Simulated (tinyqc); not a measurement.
Free and trapped electrons in a MOS channel with a dense trap tail: two steps of the calculation.

p-type body, charge-sheet picture, full ionisation (an idealisation for deep acceptors), Boltzmann statistics for free electrons. e = Ec - EF at the surface. Acceptor-like traps of density D(E) = D0 + De exp(-E/Ew) at depth E below Ec, from 0 to Eu, hold n_t = integral of D(E)/(1 + exp((e - E)/Vt)). psi = Eg - Vt ln(Nv/Na) - e; N_dep = sqrt(2 eps0 eps_r Na (psi - Vt)/q); n_f = sqrt(N_dep^2 + 2 eps0 eps_r Vt Nc exp(-e/Vt)/q) - N_dep; Vg = Vfb + psi + q (N_dep + n_t + n_f)/Cox, Cox = eps0 eox/tox.

Values chosen for this exercise; band and dielectric values close to those of 4H silicon carbide: temperature T = 300 K; band gap Eg = 3.31 eV; relative permittivity eps_r = 9.57; conduction-band density of states at T Nc = 1.69e19 cm^-3; valence-band density of states at T Nv = 2.52e19 cm^-3; relative permittivity of the insulator eox = 3.9; insulator thickness tox = 28 nm; acceptor density Na = 3.3e15 cm^-3; flat-band voltage without trapped charge Vfb = -2.91 V; constant background density of acceptor-like traps D0 = 5e10 cm^-2 eV^-1; density of the tail at the conduction edge De = 8.5e12 cm^-2 eV^-1; decay energy of the tail Ew = 0.13 eV; depth below Ec down to which the traps reach Eu = 0.91 eV; mobility of free electrons mf = 120 cm^2/(V s); Ec - EF at the surface e = 0.056 eV.

Constants: q = 1.602176634e-19 C, kB = 1.380649e-23 J/K, Vt = kB T/q, eps0 = 8.8541878128e-14 F/cm where lengths are in cm. Results are converted to the units shown.

Task 1. Trapped charge. Trapezoid rule on 14 equal steps from 0 to Eu, f = 1/(1 + exp((e - E)/Vt)).

Give: E; D(E) f; n_t.

Result 1.

```
point,E (eV),D(E) f (cm^-2 eV^-1)
0,0,8.792e11
1,0.06500,3.051e12
2,0.1300,3.005e12
3,0.1950,1.938e12
4,0.2600,1.200e12
5,0.3250,7.477e11
6,0.3900,4.732e11
7,0.4550,3.067e11
8,0.5200,2.057e11
9,0.5850,1.444e11
10,0.6500,1.073e11
11,0.7150,8.474e10
12,0.7800,7.107e10
13,0.8450,6.278e10
14,0.9100,5.775e10
```

n_t = 7.713e11 cm^-2

Task 2. Charges and gate voltage. psi, N_dep, n_f and Vg as defined, with the n_t given; free share n_f/(n_f + n_t); apparent mobility mf n_f/(n_f + n_t); gate voltage spent on traps q n_t/Cox.

n_t = 7.7129859e11 cm^-2

Wanted: psi; N_dep; n_f; Vg; free share; apparent mobility; gate voltage spent on traps.

Result 2.

psi = 3.023 V
N_dep = 3.234e11 cm^-2
n_f = 4.730e11 cm^-2
Vg = 2.150 V
free share = 38.01 %
apparent mobility = 45.61 cm^2/(V s)
gate voltage spent on traps = 1.002 V

tinyqc, about 0.02 s, one thread, Intel Xeon 2.30GHz (shared host): `OMP_NUM_THREADS=1 python tinyqc.py 2222132 2222133 out.jsonl`
